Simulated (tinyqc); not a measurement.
# Off-state leakage of single and stacked transistors, step by step

Numbers from tinyqc (`OMP_NUM_THREADS=1 python tinyqc.py 2242152 2242153 out.jsonl`; about 0.03 s on one thread of a shared Intel Xeon 2.30GHz). Printed values are rounded.

n-channel devices of unit width. Subthreshold current I(Vg, Vs, Vd) = I0 (T/300 K)^0.5 exp[(Vg - Vs - VT(T) - gb (Vs - Vb) + dd (Vd - Vs))/(nf Vt)] (1 - exp(-(Vd - Vs)/Vt)), VT(T) = VT - cT (T - 300 K). Gate-edge tunnelling Ig (Vd/1 V) exp(ag (Vd - 1 V)), for a gate at 0 V, and band-to-band leakage Ab u exp(-Bb/u), u = Vd - Vb + 1 V, flow at a drain held at V; both are taken as independent of T. In a stack of off transistors (all gates at 0 V) the same subthreshold current passes through each.

Inputs (values chosen for the exercise); values of the order met in bulk silicon logic transistors:
- T = 358 K (temperature)
- V = 1.2 V (supply voltage)
- VT = 0.33 V (threshold at 300 K, zero drain and body bias)
- cT = 0.5 mV/K (fall of the threshold with temperature)
- I0 = 0.36 uA/um (current at threshold at 300 K)
- nf = 1.27 (slope factor)
- dd = 0.08 (drain-induced lowering per volt)
- gb = 0.11 (rise of the threshold per volt of source-body bias)
- Ig = 7e-5 uA/um (gate-edge tunnelling current at 1 V)
- ag = 4.8 1/V (exponential slope of the gate current)
- Ab = 20 uA/(um V) (prefactor of band-to-band leakage at the drain)
- Bb = 25 V (its exponential voltage)
- Vb = -0.6 V (body voltage)

Constants: q = 1.602176634e-19 C, kB = 1.380649e-23 J/K, Vt = kB T/q. Results are converted to the units shown.

## Leakage of one transistor

Vg = Vs = 0, Vd = V; effective threshold VT(T) - gb Vb - dd V.

effective threshold = 0.271 V
parts (nA/um): subthreshold 0.389695, gate edge 0.219383, band-to-band 7.42265
total = 8.03172 nA/um
shares (%): subthreshold 4.85195, gate edge 2.73145, band-to-band 92.4166

The band-to-band part is the largest.

## Starting value

Vx = dd V/(1 + gb + 2 dd), the solution for Vx well above Vt, rounded to three decimals.

Vx at the start = 0.076 V

## Iteration 1: new Vx

Stack of two, Vx the node between them: I_low = I(0, 0, Vx), I_up = I(0, Vx, V), f = ln(I_up/I_low), f' = -(1 + gb + 2 dd)/(nf Vt) - 1/(Vt (exp(Vx/Vt) - 1)) - 1/(Vt (exp((V - Vx)/Vt) - 1)), Vx(new) = Vx - f/f'.

I_low = 0.0359207 nA/um
I_up = 0.0387456 nA/um
f = 0.0757054
f' = -35.4313 1/V
Vx after iteration 1 = 0.0781367 V

## Iteration 2: new Vx

As before.

I_low = 0.0363024 nA/um
I_up = 0.0363110 nA/um
f = 2.37438e-4
f' = -35.2120 1/V
Vx after iteration 2 = 0.0781434 V

## Iteration 3: new Vx

As before.

I_low = 0.0363036 nA/um
I_up = 0.0363036 nA/um
f = 2.23901e-9
f' = -35.2113 1/V
Vx after iteration 3 = 0.0781434 V

## Course of the iteration

Stop when the step is below 1e-11 V, or after 40 iterations.

Course of the iteration:
```
iteration  Vx before the step (V)  step (V)
1                           0.076   2.14e-3
2                       0.0781367   6.74e-6
3                       0.0781434  6.36e-11
4                       0.0781434   < 1e-15
```

Converged in 4 iterations. The subthreshold current of the stack is 0.03630 nA/um, 10.7 times less than that of one transistor (the drain leakage is unchanged); the estimate exp[dd V (1 + gb + dd)/((1 + gb + 2 dd) nf Vt)] gives 9.93.
